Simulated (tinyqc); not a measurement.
Landau-Devonshire theory of a uniaxial ferroelectric: one step, computed by the program tinyqc.

G(P) = (alpha/2) P^2 + (beta*/4) P^4 + (gamma/6) P^6 - E P per volume, SI units, one domain, P along the polar axis.

Question. Spontaneous polarisation, susceptibility, coercive field. Ps^2 = [-beta* + sqrt(beta*^2 - 4 alpha gamma)]/(2 gamma). chi = 1/(eps_0 G''), G'' = alpha + 3 beta* P^2 + 5 gamma P^4 at Ps. Ps, chi and the coercive field are for perfect screening, without a depolarising field. The intrinsic coercive field is |alpha P + beta* P^3 + gamma P^5| at the P_c where G'' = 0. 1 C/m^2 = 100 microcoulomb/cm^2.

Inputs (values chosen for the exercise, for a model ferroelectric): Curie-Weiss temperature T0 = 410 K; gamma = 2.4e+09 J m^9/C^6; temperature T = 314 K.

Sample: free crystal.

alpha = -1.219200e+08 J m/C^2

beta* = -3.90e+08 J m^5/C^4

Constants: eps_0 = 8.8541878128e-12 F/m.

Give: spontaneous polarisation Ps; susceptibility chi; well depth G(Ps); P_c; intrinsic coercive field.

Answer.

spontaneous polarisation Ps = 56.642 microcoulomb/cm^2

susceptibility chi = 153.05

well depth G(Ps) = -16.384 MJ/m^3

P_c = 40.089 microcoulomb/cm^2

intrinsic coercive field = 49.153 MV/m

P_c/Ps = 0.708, above the 0.577 of a quartic well, as the sixth-order term matters. Real switching runs by domain nucleation at far lower fields.
